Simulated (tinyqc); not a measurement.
Inside a calculation. Method: plane-wave Kohn-Sham cycle with exchange-only LDA in a layered model solid. One step of it, computed by the program tinyqc.

Question. Iteration 1: Hamiltonian at one k. H(m,m') = (k + G_m)^2/2 delta + V(G_m - G_m'), with V(-G) = V(G).

A solid whose potential varies along x alone (atomic units):
```
parameter                      value
period a                   13.800000
cross-section of the cell   9.000000
electrons per cell                 2
grid points                       16
plane waves -n..n, n               3
k points                           4
V1 in V1 cos(2 pi x/a)     -0.600000
V2 in V2 cos(4 pi x/a)     -0.280000
```

V(G_m), m = 0, 1, 2, ... (hartree): -0.248672  -0.300000  -0.140000  0.000000  0.000000  0.000000  0.000000

k = 0.125000 2 pi / a

Give: H.

Answer.

H (hartree):
```
         -3       -2       -1       +0       +1       +2       +3
-3   0.6081  -0.3000  -0.1400   0.0000   0.0000   0.0000   0.0000
-2  -0.3000   0.1157  -0.3000  -0.1400   0.0000   0.0000   0.0000
-1  -0.1400  -0.3000  -0.1693  -0.3000  -0.1400   0.0000   0.0000
+0   0.0000  -0.1400  -0.3000  -0.2471  -0.3000  -0.1400   0.0000
+1   0.0000   0.0000  -0.1400  -0.3000  -0.1175  -0.3000  -0.1400
+2   0.0000   0.0000   0.0000  -0.1400  -0.3000   0.2194  -0.3000
+3   0.0000   0.0000   0.0000   0.0000  -0.1400  -0.3000   0.7635
```
